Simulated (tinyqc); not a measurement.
What each parameter does: model-solid line-up of a strained alloy layer on a substrate.

All values of the alloy are linear in x but the gap, Eg(x) = (1 - x) Eg_A + x Eg_B - C x (1 - x), and the valence edge, Ev(x) = (1 - x) Ev_A + x Ev_B + fv C x (1 - x); Ec = Ev + Eg. Ev is the top of the unstrained valence band on a scale common to all materials. In the layer only the Gamma valley of the conduction band is followed, also where an X or L valley would lie lower.

Coherent growth on a (001) face: e_par = (a_s - a)/a, e_perp = -2 (C12/C11) e_par; exx = eyy = e_par, ezz = e_perp, no shear.

Strained edges: Ec + ac tr(e); the valence edges are Ev plus the levels of the 6 x 6 matrix of X, Y, Z times spin with -Dso/3 + l exx + m (eyy + ezz) on the diagonal (cyclic), n exy off it, l = av + 2 b, m = av - b, n = sqrt(3) d. Spin-orbit term (Dso/3) L.sigma on X, Y, Z with (L_k)_ij = -i epsilon_kij: <X+|H|Y+> = -i Dso/3, <X+|H|Z-> = Dso/3, <Y+|H|Z-> = -i Dso/3, <Z+|H|X-> = -Dso/3, <Z+|H|Y-> = i Dso/3, <X-|H|Y-> = i Dso/3, and their conjugates; + and - are the spin along z.

dEc = Ec(substrate) - Ec(layer), dEv = Ev(layer) - Ev(substrate); positive values confine the carrier in the layer. Type I: both of one sign; type II: opposite signs; type III: the gaps do not overlap.

Inputs chosen for the exercise (A near InAs, B near InSb, substrate near GaSb; not measured data):
- a = (6.066, 6.477) angstrom (lattice constant of A, B)
- Eg = (0.411, 0.234) eV (gap at Gamma to the s-like level of A, B)
- Dso = (0.387, 0.812) eV (spin-orbit splitting of A, B)
- Ev = (-0.59, 0) eV (top of the unstrained valence band of A, B)
- ac = (-5.1, -6.94) eV (conduction deformation potential of A, B)
- av = (1.01, 0.36) eV (valence hydrostatic potential of A, B)
- b = (-1.79, -1.97) eV (tetragonal shear potential of A, B)
- d = (-3.55, -4.65) eV (trigonal shear potential of A, B)
- C11 = (83.9, 68.8) GPa (of A, B)
- C12 = (45.1, 37.5) GPa (of A, B)
- C44 = (40.1, 30.7) GPa (of A, B)
- C = 0.592 eV (bowing of the gap)
- fv = 0.75 (share of the bowing taken by the valence edge)
- a_s = 6.099 angstrom (substrate)
- Eg_s = 0.812 eV (lowest gap of the substrate)
- Ev_s = -0.03 eV (substrate valence edge)
- face = 001 (growth face)
- x = 0.46 (fraction of B)

Strained gap, valence splitting and offsets.

One parameter was then changed.

Results before and after:
```
case     gap (eV)  splitting (meV)  dEc (eV)  dEv (eV)
base       0.2379            158.2    0.6715   -0.0974
changed    0.2583            158.2    0.6510   -0.0974
```

Which of these changes was made? (a) ac = (-5.865, -7.981) eV; (b) C = 0.692 eV; (c) Ev_s = 0.02 eV; (d) a_s = 6.119 angstrom; (e) fv = 0.95; (f) x = 0.48; (g) av = (1.162, 0.414) eV; (h) Dso = (0.445, 0.934) eV.

Answer: (a) ac = (-5.865, -7.981) eV. Of the candidates, run in turn, only this one gives the changed row.

All candidates:
```
case                      gap (eV)  splitting (meV)  dEc (eV)  dEv (eV)
base                        0.2379            158.2    0.6715   -0.0974
x = 0.48                    0.2368            165.2    0.6556   -0.0803
a_s = 6.119 angstrom        0.2308            142.2    0.6889   -0.1077
C = 0.692 eV                0.2130            158.2    0.6777   -0.0787
fv = 0.95                   0.2379            158.2    0.6421   -0.0679
Ev_s = 0.02 eV              0.2379            158.2    0.7215   -0.1474
av = (1.162, 0.414) eV      0.2403            158.2    0.6715   -0.0998
Dso = (0.445, 0.934) eV     0.2379            163.2    0.6715   -0.0974
ac = (-5.865, -7.981) eV    0.2583            158.2    0.6510   -0.0974
```

Computed by tinyqc, a small Python program: `OMP_NUM_THREADS=1 python tinyqc.py 1081577 1081578 out.jsonl` (the numbers bound the seed that draws the inputs); one thread of a shared host (Intel(R) Xeon(R) Processor @ 2.30GHz), about 0.01 s for the whole set of steps.
